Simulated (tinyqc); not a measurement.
# Born-Mayer model of an ionic crystal AB, step by step

A worked calculation. Computed by tinyqc, a small Python program that keeps every step. Command: `OMP_NUM_THREADS=1 python tinyqc.py 3007991 3007992 out.jsonl bornmayer walk`. One thread of a shared host (Intel(R) Xeon(R) Processor @ 2.30GHz), about 0.01 s of CPU time with the checks. Intermediate numbers are printed to about 6 digits and carried at full precision; extremes and crossings named in words are read from the listed rows.

Energies are per ion pair and r is the nearest distance of unlike ions.

Inputs (values chosen for the exercise, for a model salt): ionic charge z = 2; unlike repulsion lambda = 647 eV; range rho = 0.356 angstrom; like repulsion lambda2 = 117 eV; dispersion C between like ions = 57 eV angstrom^6; pressure P = 0 GPa.

Structure: caesium chloride. Short range: with like-ion terms.

Constants: e^2/(4 pi eps_0) = 14.39964548 eV angstrom; 1 eV/angstrom^3 = 160.2176634 GPa.

## Equilibrium distance at zero pressure

Madelung constant M, unlike neighbours z1, like neighbours z2 at f r, volume per pair: rock salt 1.747565, 6, 12, sqrt2, 2 r^3; caesium chloride 1.762675, 8, 6, 2/sqrt3, 8 r^3/(3 sqrt3); zinc blende 1.638055, 4, 12, sqrt(8/3), 16 r^3/(3 sqrt3). U(r) = -M z^2 e^2/(4 pi eps_0 r) + z1 lambda exp(-r/rho) + z2 [lambda2 exp(-f r/rho) - C/(f r)^6] (one mean like-ion term for both sublattices). Newton steps on g(r) = U'(r), from r = 9 rho: r(new) = r - U'(r)/U''(r), with the move limited to 0.3 angstrom. Where U'' is negative, move 0.3 angstrom downhill. Stop when |U'| is below 1e-9.

Newton steps:
```
step  r (angstrom)  U' (eV/angstrom)  U'' (eV/angstrom^2)
1          3.20400       8.27569e+00              -1.4526
2          2.90400       8.18380e+00               2.8163
3          2.60400       5.87069e+00              14.4091
4          2.30400      -2.13781e+00              43.1134
5          2.35359      -1.67753e-01              36.5017
6          2.35818      -1.30575e-03              35.9347
7          2.35822      -8.09140e-08              35.9303
8          2.35822       1.68754e-14              35.9303
```

equilibrium distance r0 = 2.35822 angstrom

## Terms of the lattice energy

The formulas are those given above.

terms (eV): Coulomb -43.0527, unlike repulsion 6.8729, like repulsion 0.3345, dispersion -0.8389

lattice energy U = -36.6842 eV per pair

The short-range terms together cancel 14.8 % of the Coulomb energy.

## Bulk modulus

B = U''(r0)/(9 c r0), with the volume written as c r^3.

U''(r0) = 35.9303 eV/angstrom^2

bulk modulus B = 176.172 GPa

## Under pressure

With the volume written as c r^3, under pressure take the root at the minimum of the enthalpy and solve U'(r) + 3 c r^2 P = 0; H = U + P V; B = (U'' - 2 U'/r)/(9 c r).

distance at P = 2.35822 angstrom

volume at P = 20.1911 angstrom^3

enthalpy at P = -36.6842 eV per pair

bulk modulus at P = 176.172 GPa

P is zero, so these repeat the values above.

## Three structures under pressure

The formulas are those given above.

Enthalpy (eV per pair):
```
P (GPa)  rock salt  caesium chloride  zinc blende
0         -38.2481          -36.6842     -38.2285
2         -37.9783          -36.4335     -37.9048
5         -37.5797          -36.0626     -37.4288
10        -36.9301          -35.4569     -36.6584
20        -35.6792          -34.2865     -35.1903
40        -33.3321          -32.0790     -32.4780
70        -30.0980          -29.0180     -28.8058
100       -27.1152          -26.1794     -25.4680
```

volumes at zero pressure (angstrom^3): rock salt 21.7454, caesium chloride 20.1911, zinc blende 26.1503

At zero pressure the order is rock salt < zinc blende < caesium chloride. Rock salt stays lowest up to 100 GPa. The Madelung constants, the number of repulsive contacts and the volumes (21.7, 20.2, 26.2 angstrom^3 at P = 0) all matter. Caution: rigid ions with fixed charges leave out polarisation and covalency, so such models often misplace transition pressures.

Checks made by the program: Madelung constant against an Ewald sum (relative difference 1e-07); Newton against bracketing (relative difference below 1e-10).
